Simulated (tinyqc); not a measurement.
Sub-threshold conduction and electro-thermal threshold of an amorphous chalcogenide: one step of the calculation.

Trap-limited conduction: I = I0 exp(-Ea/kB T) sinh(q V dz/(2 ua kB T)), I0 = 2 q A Nt dz/ta. One lumped temperature T = T0 + Rt I V. The threshold is the largest V for which a steady state exists on the low-current branch.

Task. Self-heating. I at the present T, then T(new) = T0 + Rt I V.

Values chosen for this exercise; values of the order of Ge-Sb-Te and related chalcogenides: ambient temperature T0 = 330 K; cross-section A = 500 nm^2; amorphous thickness ua = 34 nm; distance between traps dz = 5.9 nm; activation energy Ea = 0.33 eV; trap density Nt = 4.6e19 cm^-3; attempt time ta = 2e-14 s; thermal resistance Rt = 4.7 K/uW; voltage across the amorphous layer V = 1.23 V.

Constants: q = 1.602176634e-19 C, kB = 1.380649e-23 J/K. Results are converted to the units shown.

T at the start = 330 K

Find: I; T after iteration 1.

Result.

I = 0.4228 uA
T after iteration 1 = 332.4 K

Range of the model: Purely electronic switching mechanisms, filaments and series resistance are left out.

Computed by the program tinyqc: `OMP_NUM_THREADS=1 python tinyqc.py 2490016 2490017 out.jsonl`, one thread of a shared Intel Xeon 2.30GHz, about 0.01 s for the whole run.
